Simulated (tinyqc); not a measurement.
Inside a calculation. Model: n-type polysilicon, carrier trapping at grain boundaries.

Computed by the program tinyqc: `OMP_NUM_THREADS=1 python tinyqc.py 2830274 2830275 out.jsonl`, one thread of a shared Intel Xeon 2.30GHz, about 0.01 s for the whole run. Printed values are rounded.

One-dimensional grains of size Lg, uniform ionised doping N, monovalent traps Qt at each boundary at a depth Et below (for electrons) or above (for holes) the band edge there, abrupt depletion of width W on each side of a boundary, Boltzmann statistics. xi is the distance from the band edge at the grain centre to the Fermi level. Trapped charge Qt/(1 + exp((xi + VB - Et)/Vt)) = 2 N W, barrier VB = q N W^2/(2 eps0 eps_r).

Values chosen for this exercise; values of the order met in polycrystalline silicon: temperature T = 350 K; relative permittivity eps_r = 11.7; conduction-band density of states at T NB = 3.53e19 cm^-3; grain size Lg = 53 nm; trap density of a grain boundary Qt = 6.8e11 cm^-2; depth of the trap level from the majority band edge at the boundary Et = 0.33 eV; mass for thermionic emission ms = 0.28 m0; correction factor of the emission rate fe = 0.12; mobility inside the grains mug = 74 cm^2/(V s); doping N = 6.8e17 cm^-3.

Constants: q = 1.602176634e-19 C, kB = 1.380649e-23 J/K, m0 = 9.1093837015e-31 kg, Vt = kB T/q, eps0 = 8.8541878128e-14 F/cm where lengths are in cm. Results are converted to the units shown.

Range of the model: VB is below Vt, where abrupt depletion and thermionic emission are rough.

## Starting value

W = 4 nm.

W at the start = 4 nm

## Iteration 1: new W

Partly depleted grain, xi = Vt ln(NB/N): f = 1/(1 + exp((xi + VB - Et)/Vt)), g = Qt f - 2 N W, g' = -2 Qt f (1 - f) VB/(W Vt) - 2 N, W(new) = W - g/g'.

VB = 0.008413461 V
f = 0.9987863
g = 1.351747e11 cm^-2
g' = -1.361150e11 cm^-2/nm
W after iteration 1 = 4.993092 nm

## Iteration 2: new W

As before.

VB = 0.01310973 V
f = 0.9985821
g = -2.467682e7 cm^-2
g' = -1.361676e11 cm^-2/nm
W after iteration 2 = 4.992911 nm

## Course of the iteration

Stop when the step is below 1e-10 nm, or after 40 iterations.

Course of the iteration:
```
iteration  W before the step (nm)  step (nm)
1                               4      0.993
2                        4.993092   -1.81e-4
3                        4.992911  -7.56e-12
```

Converged in 3 iterations.

## Depletion width, Fermi level and barrier

If the trap equation with xi = Vt ln(NB/N) has a root W < Lg/2, the grain is partly depleted; otherwise W = Lg/2 and the trap equation gives xi = Et - VB + Vt ln(Qt/(N Lg) - 1). N* = Qt/Lg.

N* = 1.283019e17 cm^-3
W = 4.992911 nm
xi = 0.1191209 V
VB = 0.01310878 V
share of traps filled = 0.9985822

N is 5.30 N*, and the grain is partly depleted; VB = 0.435 Vt.

## Resistivity and effective mobility

n0 = NB exp(-xi/Vt); mean density n0 (1 - 2 W/Lg) by charge balance in a partly depleted grain, and n0 (sqrt(pi)/2) erf(u)/u with u = sqrt(VB/Vt) in a fully depleted one; v = sqrt(kB T/(2 pi ms m0)); barrier resistivity Vt exp(VB/Vt)/(q fe n0 v Lg); grain resistivity (1 - 2 W/Lg)/(q n0 mug); effective mobility 1/(q mean density total resistivity).

n0 = 6.8e17 cm^-3
mean density = 5.518800e17 cm^-3
v = 5.491136e6 cm/s
barrier resistivity = 0.1224223 ohm cm
grain resistivity = 0.1006664 ohm cm
resistivity = 0.2230887 ohm cm
effective mobility = 50.69526 cm^2/(V s)

The resistivity is 1.80 times that of a single crystal with the same N and mobility mug, and the mean density is 81.2 % of N.
